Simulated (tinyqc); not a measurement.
Thermionic emission over a Gaussian spread of barriers: one step of the calculation.

Metal on an n-type semiconductor with one parabolic valley; V > 0 is forward bias (metal positive). Patches of barrier height b are spread as a Gaussian with mean phi - r2 V and variance sg^2 + r3 V; each carries A* T^2 exp(-b/Vt) [exp(V/Vt) - 1].

Task. Apparent barrier, ideality and current. A* = 4 pi q me m0 kB^2/h^3 (times 1e-4 for A/(cm^2 K^2)). The mean of exp(-b/Vt) gives the apparent barrier phi_ap(V) = phi - r2 V - (sg^2 + r3 V)/(2 Vt), J = A* T^2 exp(-phi_ap/Vt) [exp(V/Vt) - 1], and 1/n = 1 + r2 + r3/(2 Vt).

Values chosen for this exercise; band and dielectric values those of a made-up semiconductor: temperature T = 300 K; electron mass me = 0.0888 m0; barrier height seen from the metal phi = 0.98 eV; standard deviation of the barrier heights sg = 0.053 eV; shift of the mean barrier per volt, with its sign reversed (rho2) r2 = -0.048; change of sg^2 per volt (rho3) r3 = -0.002 V; bias V = 0.14 V.

Constants: q = 1.602176634e-19 C, kB = 1.380649e-23 J/K, h = 6.62607015e-34 J s, m0 = 9.1093837015e-31 kg, Vt = kB T/q. Results are converted to the units shown.

Give: A*; phi_ap(0); phi_ap(V); n; J.

Result.

A* = 10.671 A/(cm^2 K^2)
phi_ap(0) = 0.92567 eV
phi_ap(V) = 0.93781 eV
n = 1.0949
J = 3.7841e-8 A/cm^2

tinyqc, about 0.01 s, one thread, Intel Xeon 2.30GHz (shared host): `OMP_NUM_THREADS=1 python tinyqc.py 2640070 2640071 out.jsonl`
